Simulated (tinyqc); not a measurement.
# Kinetic Monte Carlo and master equation for a particle on a ring of sites with traps and bias, step by step

A worked calculation. Computed by tinyqc, a small Python program that keeps every step. Command: `OMP_NUM_THREADS=1 python tinyqc.py 3031408 3031409 out.jsonl kmc walk`. One thread of a shared host (Intel(R) Xeon(R) Processor @ 2.30GHz), about 0.09 s of CPU time with the checks. Intermediate numbers are printed to about 6 digits and carried at full precision; extremes and crossings named in words are read from the listed rows.

6 sites on a ring, numbered 1 to 6. The saddle between i and i+1 lies at E0 + s b_i and site i at s eps_i; a force F tilts the landscape, with the saddle half-way.

Inputs (values chosen for the exercise, for a model defect):

| quantity | value | unit |
|---|---|---|
| reference barrier E0 | 0.71 | eV |
| scale factor s of the disorder | 1 | - |
| attempt frequency nu | 2.4 | THz |
| temperature T | 770 | K |
| site spacing a | 2.1 | angstrom |
| force F along the ring | 0.0022 | eV/angstrom |
| seed of the random numbers | 850771 | - |

Disorder: random barriers.

site energies eps_i (eV): 0  0  0  0  0  0

saddle shifts b_i between sites i and i+1 (eV): 0.006  -0.086  0.052  -0.00096  0.053  -0.047

Constants: k_B = 8.617333262e-05 eV/K.

## Rate table

Rates: k(i to i+1) = nu exp(-(E0 + s b_i - s eps_i - F a/2)/(k_B T)), k(i to i-1) = nu exp(-(E0 + s b_(i-1) - s eps_i + F a/2)/(k_B T)). Share right = k right/(k right + k left); mean stay = 1/(k right + k left).

Rates, shares of right hops and mean stays:

| site | k right (1/s) | k left (1/s) | share right | mean stay (s) |
|---|---|---|---|---|
| 1 | 5.11672e+07 | 1.06083e+08 | 0.325387 | 6.35929e-09 |
| 2 | 2.04714e+08 | 4.77257e+07 | 0.810942 | 3.96135e-09 |
| 3 | 2.55808e+07 | 1.90945e+08 | 0.118142 | 4.61839e-09 |
| 4 | 5.68258e+07 | 2.38603e+07 | 0.704283 | 1.23937e-08 |
| 5 | 2.51981e+07 | 5.30038e+07 | 0.322219 | 1.27874e-08 |
| 6 | 1.13733e+08 | 2.35034e+07 | 0.828738 | 7.28672e-09 |

The particle stays longest on site 5, 3.2 times as long as on the quickest site.

## Twelve steps of the residence-time algorithm

Random numbers:

| step | r1 | r2 |
|---|---|---|
| 1 | 0.2526 | 0.8142 |
| 2 | 0.5962 | 0.9868 |
| 3 | 0.5504 | 0.7523 |
| 4 | 0.0647 | 0.1129 |
| 5 | 0.0835 | 0.2808 |
| 6 | 0.5551 | 0.8670 |
| 7 | 0.1141 | 0.2065 |
| 8 | 0.1797 | 0.3897 |
| 9 | 0.7035 | 0.8468 |
| 10 | 0.8957 | 0.9799 |
| 11 | 0.4285 | 0.0200 |
| 12 | 0.7492 | 0.3491 |

Start on site 1 at t = 0. Hop right if r1 is below the share right, else left; advance the clock by -ln(r2) times the mean stay.

Trajectory:

| step | site | hop | wait (s) | clock (s) | net hops |
|---|---|---|---|---|---|
| 1 | 1 | right | 1.30715e-09 | 1.30715e-09 | 1 |
| 2 | 2 | right | 5.26380e-11 | 1.35978e-09 | 2 |
| 3 | 3 | left | 1.31449e-09 | 2.67427e-09 | 1 |
| 4 | 2 | right | 8.64070e-09 | 1.13150e-08 | 2 |
| 5 | 3 | right | 5.86588e-09 | 1.71808e-08 | 3 |
| 6 | 4 | right | 1.76878e-09 | 1.89496e-08 | 4 |
| 7 | 5 | right | 2.01716e-08 | 3.91212e-08 | 5 |
| 8 | 6 | right | 6.86684e-09 | 4.59880e-08 | 6 |
| 9 | 1 | left | 1.05749e-09 | 4.70455e-08 | 5 |
| 10 | 6 | left | 1.47955e-10 | 4.71935e-08 | 4 |
| 11 | 5 | left | 5.00246e-08 | 9.72181e-08 | 3 |
| 12 | 4 | left | 1.30431e-08 | 1.10261e-07 | 2 |

## Steady state

Master equation dP/dt = W P, W_(i+1,i) = k right, W_(i-1,i) = k left, columns summing to zero. The steady state is its null vector; drift v = a sum P_i (k right - k left). D = a^2 lambda''(0)/2, where lambda(q) is the leading eigenvalue of W with right hops weighted by exp(q) and left hops by exp(-q). The slowest relaxation rate is minus the real part of the next eigenvalue of W. 1 angstrom = 1e-8 cm.

occupations P_i: 0.165106  0.166137  0.175399  0.166296  0.168496  0.158565

drift velocity v = 0.0653921 cm/s

diffusivity D = 1.97482e-08 cm^2/s

slowest relaxation rate = 3.53506e+07 1/s

The Boltzmann occupations exp(-s eps_i/(k_B T))/Z differ from these by at most 0.0087: the current piles particles up in front of high saddles.

## Closed form at zero force

At zero force D0 = a^2 nu exp(-E0/(k_B T)) / [<exp(-s eps/(k_B T))> <exp(s b/(k_B T))>], with means over the ring; Einstein relation v = D0 F/(k_B T); 1 angstrom = 1e-8 cm.

zero-force diffusivity D0 = 1.97187e-08 cm^2/s

D0 over the value without disorder = 0.826603

Einstein drift = 0.0653789 cm/s

F a/(k_B T) = 0.070; the true drift is 1.0002 times the Einstein value.

## Sampled drift against the exact one

400 independent walkers start on sites drawn with weights P_i (k right + k left), the steady shares of hops (random numbers not printed); the estimate is total displacement over total time, with its standard error from the spread between walkers.

Drift from sampling:

| hops per walker | estimate (cm/s) | standard error (cm/s) | deviation in standard errors |
|---|---|---|---|
| 10 | 0.0795845 | 0.0397891 | 0.35669 |
| 30 | 0.0548745 | 0.0231918 | -0.45351 |
| 100 | 0.0540090 | 0.0119861 | -0.94969 |
| 300 | 0.0607199 | 0.0068829 | -0.67881 |
| 1000 | 0.0722801 | 0.0036445 | 1.88995 |
| 3000 | 0.0662976 | 0.0021120 | 0.42876 |

The exact drift is 0.06539 cm/s. The standard error falls by a factor 3.29 from 100 to 1000 hops (sqrt10 = 3.16), and in the last row it is 3.2 % of the drift: a weak force is hard to see under thermal hops, which is why such runs use the Einstein relation instead.

Checks made by the program: closed form against the master equation at zero force (relative difference 1e-06).
